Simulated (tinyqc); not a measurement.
Implant damage, amorphisation by cascade overlap, and solid-phase epitaxial regrowth: one step, computed by the program tinyqc.

Range and width of the damage are inputs. Dynamic annealing enters only through the surviving share f.

Question. The amorphous layer. Displaced share x(z) = f nu Q exp(-(z - R_d)^2/(2 s_d^2))/(sqrt(2 pi) s_d N); the layer is amorphous where x > x_c, between R_d -/+ s_d sqrt(2 ln(x_max/x_c)), the upper edge being cut at the surface. Threshold dose Q_c = Q x_c/x_max.

Inputs (values chosen for the exercise, modelled on arsenic ions in germanium):
```
quantity                           value    unit
atomic density N                    44.2  1/nm^3
depth of the damage peak R_d          71      nm
width of the damage profile s_d       44      nm
share of defects that survive f     0.75       -
critical displaced share x_c        0.15       -
dose Q                           1.1e+15  1/cm^2
```

displacements per ion nu = 3072.560

Give: peak displaced share x_max; threshold dose Q_c; upper edge; lower edge.

Answer.

peak displaced share x_max = 5.200

threshold dose Q_c = 3.173e+13 1/cm^2

upper edge = 0 nm

lower edge = 188.2 nm

The layer reaches the surface. Caution: x above 1 counts atoms displaced more than once.
